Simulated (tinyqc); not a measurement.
Gain spectrum: optical gain and spontaneous emission in a bulk direct-gap semiconductor.

Parabolic bands, vertical transitions, no excitons. For each hole band j: mr = me mj/(me + mj); joint density of states J_j(E) = (mr/c)^(3/2) sqrt(E - Eg)/(2 pi^2), both spins, c = hbar^2/2m0; averaged matrix element |e.p|^2 = m0 Ep/6; alpha_j(E) = 4 pi^2 alpha_f c Ep J_j/(3 nr E) in 1/angstrom (alpha_f the fine-structure constant, listed as alpha among the constants), times 1e8 for 1/cm.

F_j(eta) = (1/Gamma(j + 1)) integral_0^infinity x^j dx/(1 + exp(x - eta)), which tends to exp(eta) for eta << 0.

Quasi-Fermi levels: n = Nc F_1/2(Fc/kT) and p = Nv F_1/2(Fv/kT), Fc counted up from the conduction edge and Fv down from the valence edge; Nc, Nv from N = 2 (m kB T/(4 pi c))^(3/2) with c = hbar^2/2m0, in 1/angstrom^3; times 1e24 for 1/cm^3, with me and (mhh^(3/2) + mlh^(3/2))^(2/3).

For band j the electron sits at Ee = (E - Eg) mr/me above its edge and the hole at Eh = (E - Eg) mr/mj; fe = 1/(1 + exp((Ee - Fc)/kT)), fh = 1/(1 + exp((Eh - Fv)/kT)); gain g = sum_j alpha_j (fe + fh - 1).

Constants: hbar^2/2m0 = 3.80998211 eV angstrom^2; fine-structure constant alpha = 0.007297352564; kB = 8.617333262e-05 eV/K.

Inputs chosen for the exercise (near those of GaAs; shifted at random, so the results belong to these values and not to a real crystal): Eg = 1.426 eV (direct gap); me = 0.069 m0 (electron mass); mhh = 0.511 m0 (heavy-hole mass); mlh = 0.0802 m0 (light-hole mass); Ep = 24.8 eV (Kane energy); nr = 3.67 (refractive index); T = 200 K; n = 2.3e+18 1/cm^3 (injected density, n = p).

At the density n.

Spectrum:

| E - Eg (eV) | alpha, empty (1/cm) | fe, heavy | fh, heavy | g (1/cm) |
|---|---|---|---|---|
| 0.005 | 1842 | 0.993 | 0.328 | 579 |
| 0.010 | 2596 | 0.991 | 0.321 | 774 |
| 0.020 | 3646 | 0.985 | 0.306 | 973 |
| 0.030 | 4434 | 0.975 | 0.291 | 1042 |
| 0.060 | 6144 | 0.892 | 0.250 | 705 |
| 0.080 | 7001 | 0.748 | 0.225 | -144 |
| 0.100 | 7724 | 0.517 | 0.202 | -1669 |
| 0.130 | 8637 | 0.187 | 0.171 | -4395 |
| 0.170 | 9630 | 0.029 | 0.135 | -7084 |
| 0.220 | 10622 | 0.002 | 0.100 | -9346 |

Give the missing row, E - Eg (eV) = 0.045.

Computed row:
```
E - Eg (eV)  alpha, empty (1/cm)  fe, heavy  fh, heavy  g (1/cm)
0.045                       5375      0.947      0.270       979
```

Fc + Fv = 0.0775 eV

g is positive below E - Eg = 0.0775 eV; the largest value listed is 1042 1/cm at 0.030 eV. At 0.220 eV above the gap g is -0.88 times the absorption of the empty crystal, whose limit is -1.

Computed by tinyqc, a small Python program: `OMP_NUM_THREADS=1 python tinyqc.py 1680905 1680906 out.jsonl` (the numbers bound the seed that draws the inputs); one thread of a shared host (Intel(R) Xeon(R) Processor @ 2.30GHz), about 0.08 s for the whole set of steps.
